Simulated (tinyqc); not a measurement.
Inputs raised by 5 %, one at a time: donor or exciton in a quantum well (variational effective-mass method). Computed by tinyqc, a small Python program. Command: `OMP_NUM_THREADS=1 python tinyqc.py 3018591 3018592 out.jsonl welldonor sens`. One thread of a shared host (Intel(R) Xeon(R) Processor @ 2.30GHz), about 0.1 s of CPU time with the checks.

H = -nabla^2 - 2/|r - r_i| + V(z) in effective units; trial function psi = f(z) exp(-|r - r_i|/lambda), f the ground state of the well. Mass and screening are the same in well and barrier; l = L/a* is the width in effective units. Bands are flat: no polarisation or applied field.

Inputs (values chosen for the exercise, modelled on ZnSe):
```
quantity                              value  unit
electron mass m                       0.155   m_0
dielectric constant eps                8.82     -
well width L                            9.9    nm
donor position z_i/L from the centre    0.4     -
```

Centre: donor. Barriers: infinite.

Constants: Ry = 13.605693123 eV; a_0 = 0.529177210903 angstrom.

Method:
- Ry* = Ry m/eps^2, a* = a_0 eps/m; l = L/a*.
- k = pi/l; f = cos(k z) inside and zero outside; subband energy k^2 Ry*.
- Binding E_b(lambda) = -1/lambda^2 + 4 A/(lambda B), with A = int f^2 exp(-2 s/lambda) dz, B = int f^2 exp(-2 s/lambda)(1 + 2 s/lambda) dz and s = |z - z_i|; 40 Gauss-Legendre points on each piece between the walls at z = -l/2 and l/2 and z_i.
- Golden-section search for the maximum over lambda from 0.3 to 4, 40 steps.

Runs:
```
input moved                            from       to  binding energy (meV)  radius lambda a* (nm)  binding in Ry*  subband energy (meV)
base run                                  -        -                21.219                 4.7050         0.78273                24.753
electron mass m (m_0)                 0.155  0.16275                21.772                 4.4963         0.76489                23.574
dielectric constant eps                8.82    9.261                19.703                 4.9169         0.80130                24.753
well width L (nm)                       9.9   10.395                20.736                 4.7211         0.76489                22.451
donor position z_i/L from the centre    0.4     0.42                20.130                 4.9813         0.74254                24.753
```

Exponents ln(y'/y) / ln(x'/x):
```
input                                 binding energy  radius lambda a*  binding in Ry*  subband energy
electron mass m                                0.527            -0.930          -0.473              -1
dielectric constant eps                       -1.520             0.903           0.480               0
well width L                                  -0.473             0.070          -0.473              -2
donor position z_i/L from the centre          -1.080             1.170          -1.080               0
```

Among the inputs moved here: binding energy answers most in size to dielectric constant eps (exponent -1.520), next to donor position z_i/L from the centre (-1.080). Radius lambda a* answers most in size to donor position z_i/L from the centre (exponent +1.170), next to electron mass m (-0.930). Binding in Ry* answers most in size to donor position z_i/L from the centre (exponent -1.080), next to dielectric constant eps (+0.480). Subband energy answers most in size to well width L (exponent -2.000), next to electron mass m (-1.000); its exponent is below 0.0005 for dielectric constant eps, donor position z_i/L from the centre. Its exponent -1.000 in electron mass m: an infinite well, E as 1/m. Its exponent -2.000 in well width L: an infinite well, E as 1/L^2.
